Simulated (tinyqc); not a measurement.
Worked calculation: Hubbard chain of 3 sites. One step of it, computed by the program tinyqc.

Problem. Mean-field iteration 3. H(up) = T + U n(down), H(down) = T + U n(up); fill the lowest levels; n(new) = n + mixing (n(out) - n); E = tr T (rho up + rho down) + U sum n_up n_down of the output.

one-body matrix (hopping and site energies) (eV), lower triangle:
```
           1          2          3
1   0.910000
2  -1.920000  -0.810000
3   0.000000  -1.920000  -0.860000
```

U = 11.800000 eV

electrons, up and down: 2  1

mixing = 0.500000

n(up) after iteration 2: 1 0.944768, 2 0.169373, 3 0.961109

n(down) after iteration 2: 1 0.032224, 2 0.850116, 3 0.042410

Give: levels, up; levels, down; energy; n(up) after iteration 3; n(down) after iteration 3.

Solution.

levels, up (eV): -0.805  0.957  10.000

levels, down (eV): 0.500  10.777  12.451

energy = -1.986 eV

n(up) after iteration 3: 1 0.950, 2 0.123, 3 0.965

n(down) after iteration 3: 1 0.029, 2 0.895, 3 0.039
